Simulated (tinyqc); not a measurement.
MOSFET in the linear regime without short-channel effects, parameter extraction from computed curves: one step of the calculation.

Inversion charge Q = Cox n Vt W0(exp((Vg - VT)/(n Vt))), W0 the Lambert function and n = nf; u = Q/Cox; mobility mu = mu0/(1 + th1 u + th2 u^2); channel resistance Rch = (L - dL)/(W mu Q); Id = Vd/(Rch + Rsd/W). Cox = eps0 eox/tox. Small Vd, no channel-length or drain effects.

Problem. Threshold and mobility at the peak transconductance. gm_i = (Id_(i+1) - Id_(i-1))/(Vg_(i+1) - Vg_(i-1)); at the point j of largest gm the tangent meets the axis at V_ext = Vg_j - Id_j/gm_j; field-effect mobility gm_j L/(W Cox Vd) with the drawn L.

Inputs (values chosen for the exercise); channel values of the order met in silicon transistors: relative permittivity of the gate insulator (close to silicon nitride) eox = 7.65; insulator thickness tox = 3.5 nm; low-field mobility mu0 = 210 cm^2/(V s); threshold voltage VT = 0.25 V; gate width W = 0.5 um; drawn gate length L = 0.18 um; drawn less effective length dL = 0.011 um; drain voltage Vd = 0.01 V.

Constants: eps0 = 8.8541878128e-14 F/cm where lengths are in cm. Results are converted to the units shown.

```
point  Vg (V)       Id (uA)
0        0.01  6.2045630e-5
1        0.13  0.0045019201
2        0.25    0.18757746
3        0.37    0.97617766
4        0.49     1.9089794
5        0.61     2.7659622
6        0.73     3.5200281
7        0.85     4.1786370
8        0.97     4.7549810
9        1.09     5.2617884
10       1.21     5.7100027
11       1.33     6.1087053
```

Give: gm; j; V_ext; field-effect mobility.

Solution.

gm, point 1 to 10 (uS): 0.7813  4.049  7.173  7.457  6.713  5.886  5.146  4.513  3.979  3.529
j = 4
V_ext = 0.2340 V
field-effect mobility = 138.7 cm^2/(V s)

V_ext is 16 mV below the model VT, and the mobility so found is 38 % below mu0 L/(L - dL) = 224 cm^2/(V s), the value for the drawn L; attenuation, series resistance and the slow approach of Q to a straight line all lower the peak gm.

Computed by the program tinyqc: `OMP_NUM_THREADS=1 python tinyqc.py 2210169 2210170 out.jsonl`, one thread of a shared Intel Xeon 2.30GHz, about 0.01 s for the whole run.
